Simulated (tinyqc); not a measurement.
## Small-signal admittance of a forward-biased p+-n diode: admittance against frequency

Holes injected into a neutral base of width wb with an ohmic contact at its end; low injection, p0 far above the equilibrium density. A small voltage v exp(i w t), w = 2 pi f, modulates the edge density by p0 v/Vt, and the small-signal density obeys Dp d2p/dx2 = (1/tau + i w) p.

L = sqrt(Dp tau); direct current J = (q Dp p0/L) coth(wb/L); k = sqrt(1 + i w tau)/L; diffusion admittance Y = (q Dp p0/Vt) k coth(k wb) = G + i w C_diff; junction capacitance C_j = sqrt(q eps0 eps_r Nd/(2 Vr)) in the depletion approximation, with the remaining barrier Vr = Vt ln(Na/p0), a rough value under forward bias; base-width modulation is left out. Measured admittance 1/[Rs + 1/(Y + i w C_j)].

Values chosen for this exercise; permittivity close to that of 4H silicon carbide: temperature T = 350 K; relative permittivity eps_r = 9.7; donor density of the base Nd = 1.8e16 cm^-3; hole diffusion coefficient Dp = 3 cm^2/s; hole lifetime tau = 8e-7 s; width of the neutral base wb = 8.2 um; excess hole density at the junction edge p0 = 4.1e13 cm^-3; acceptor density of the p+ side Na = 3e19 cm^-3; series resistance Rs = 0.0012 ohm cm^2.

Constants: q = 1.602176634e-19 C, kB = 1.380649e-23 J/K, Vt = kB T/q, eps0 = 8.8541878128e-14 F/cm where lengths are in cm. Results are converted to the units shown.

The same in every row: C_j (uF/cm^2) = 0.055144.

Results:
```
f (Hz)     w tau  G (S/cm^2)  C_diff (uF/cm^2)  measured G (S/cm^2)  measured C (uF/cm^2)  phase of the measured Y (degrees)
5000    0.025133     0.86988          0.057393              0.86898               0.11230                            0.23262
20000    0.10053     0.86989          0.057393              0.86899               0.11230                            0.93040
80000    0.40212     0.87009          0.057389              0.86919               0.11230                             3.7157
3e5       1.5080     0.87280          0.057333              0.87194               0.11224                             13.639
1e6       5.0265     0.90177          0.056735              0.90139               0.11164                             37.889
6e6       30.159      1.5955          0.042955               1.6087              0.097723                             66.410
2e7       100.53      3.0093          0.023663               3.1148              0.078230                             72.419
4e8       2010.6      13.376         0.0053195               38.758              0.056741                             74.795
```

Estimate the missing row, f = 1e8 Hz.

Computed row:
```
f (Hz)   w tau  G (S/cm^2)  C_diff (uF/cm^2)  measured G (S/cm^2)  measured C (uF/cm^2)  phase of the measured Y (degrees)
1e8     502.65      6.6930          0.010631               8.6358              0.064575                             77.984
```

With this row back in the table: G starts at J/Vt = 0.870 S/cm^2 and C_diff at (J tau/(2 Vt))(1 - 2 x/sinh 2x) = 0.0574 uF/cm^2, x = wb/L = 0.529. Between the last two rows G goes as f^(0.50) and C_diff as f^(-0.50); the limits are 1/2 and -1/2, reached when the signal penetrates only sqrt(Dp/w). The measured C is 0.21 % below C_diff + C_j in the first row and 6.2 % below it in the last, the difference being due to Rs.

tinyqc, about 0.01 s, one thread, Intel Xeon 2.30GHz (shared host): `OMP_NUM_THREADS=1 python tinyqc.py 2890168 2890169 out.jsonl`
